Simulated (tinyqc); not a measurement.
Band bending at a free surface with a continuum of surface states, surface photovoltage and Kelvin probe: one step of the calculation.

n-type bulk, xi = Ec - EF = Vt ln(Nc/Nd), p0 = ni^2/Nd, ni = sqrt(Nc Nv) exp(-Eg/(2 Vt)), Eg in volts. b is the upward band bending, u = b/Vt. Space charge per area, in units of q: Qc = sign(b) sqrt((2 eps0 eps_r Vt/q) [(Nd + dn)(exp(-u) - 1) + Nd u + (p0 + dn)(exp(u) - 1)]), with dn the excess density under light (flat quasi-Fermi levels; 0 in the dark). The states hold -Ds (E0 - xi - b): negative while the Fermi level lies above the neutrality level. Neutrality: Qc + Qf + (charge of the states) = 0.

Problem. Band bending in the dark. Newton step: b(new) = b - (Qc + Qf - Ds (E0 - xi - b))/(dQc/db + Ds), dQc/db = (eps0 eps_r/q) [Nd (1 - exp(-u)) + p0 exp(u)]/Qc.

Inputs (values chosen for the exercise); band and dielectric values close to those of silicon:

| symbol | value | unit | meaning |
|---|---|---|---|
| T | 300 | K | temperature |
| Eg | 1.11 | eV | band gap |
| eps_r | 11.9 |  | relative permittivity |
| Nc | 2.76e19 | cm^-3 | conduction-band density of states at T |
| Nv | 2.67e19 | cm^-3 | valence-band density of states at T |
| Nd | 5.2e17 | cm^-3 | donor density |
| Qf | 0 | cm^-2 | fixed positive charge at the surface |
| Ds | 4.6e12 | cm^-2 eV^-1 | density of surface states |
| E0 | 0.44 | eV | depth of their neutrality level below the conduction edge |

Constants: q = 1.602176634e-19 C, kB = 1.380649e-23 J/K, Vt = kB T/q, eps0 = 8.8541878128e-14 F/cm where lengths are in cm. Results are converted to the units shown.

b after iteration 1 = 0.13440853 V

Give: b after iteration 2.

Solution.

b after iteration 2 = 0.1427 V

Numbers from tinyqc (`OMP_NUM_THREADS=1 python tinyqc.py 2430151 2430152 out.jsonl`; about 0.01 s on one thread of a shared Intel Xeon 2.30GHz).
